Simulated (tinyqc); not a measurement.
Telling the models apart: thermal, flicker and telegraph noise of a field-effect transistor. Computed by tinyqc, a small Python program. Command: `OMP_NUM_THREADS=1 python tinyqc.py 3030568 3030569 out.jsonl noise walk`. One thread of a shared host (Intel(R) Xeon(R) Processor @ 2.30GHz), about 0.01 s of CPU time with the checks.

Strong inversion, threshold roll-off and channel-length modulation left out; noise sources are uncorrelated and are given as one-sided spectral densities.

Inputs (values chosen for the exercise, modelled on a silicon n-channel): width W = 3.9 micrometre; length L = 30 nm; electrical oxide thickness t = 1.5 nm; mobility mu = 150 cm^2/(V s); saturation velocity v_s = 0.98 1e7 cm/s; oxide trap density N_t = 1.3e+18 1/(eV cm^3); oxide barrier phi = 3 eV; oxide mass m_ox = 0.42 m_0; Coulomb scattering coefficient alpha_sc = 43000 V s/C; frequency f = 100 Hz; temperature T = 400 K.

Operating region: saturation. Flicker model: number with correlated mobility.

Constants: eps_0 = 8.8541878128e-12 F/m; hbar = 1.054571817e-34 J s; m_0 = 9.1093837015e-31 kg; e = 1.602176634e-19 C; k_B = 8.617333262e-05 eV/K.

Method. C_ox = 3.9 eps_0/t; V_c = 2 v_s L/mu; I = W C_ox v_s V_ov^2/(V_ov + V_c); g_m = W C_ox v_s V_ov (V_ov + 2 V_c)/(V_ov + V_c)^2; g_d0 = mu C_ox (W/L) V_ov. Tunnelling length lambda = hbar/(2 sqrt(2 m_ox phi)); flat-band noise S_Vfb = e^2 k_B T lambda N_t/(W L C_ox^2 f). S_I = g_m^2 S_Vfb (1 + alpha_sc mu C_ox I/g_m)^2.

Against the overdrive:
```
V_ov (V)  I (microampere)  (g_m/I)^2 (1/V^2)  S_I/I^2 (1/Hz)  S_I/g_m^2 (V^2/Hz)
0.20                594.5             69.070      8.6509e-09          1.2525e-10
0.25                856.6             41.504      7.3114e-09          1.7616e-10
0.32               1265.4             23.479      6.2558e-09          2.6644e-10
0.40               1777.5             13.968      5.5716e-09          3.9888e-10
0.50               2466.0              8.288      5.0688e-09          6.1157e-10
0.63               3417.0              4.823      4.6858e-09          9.7156e-10
0.80               4724.1              2.759      4.3963e-09          1.5933e-09
1.00               6320.8              1.643      4.1965e-09          2.5549e-09
```

What does the comparison show, and why?

S_I/I^2 falls as V_ov^-0.75 at first and V_ov^-0.21 at the end; (g_m/I)^2 as V_ov^-2.28 and V_ov^-2.32. The input-referred noise rises by a factor 20.4, because trapped charge also scatters, and that term grows with I/g_m.
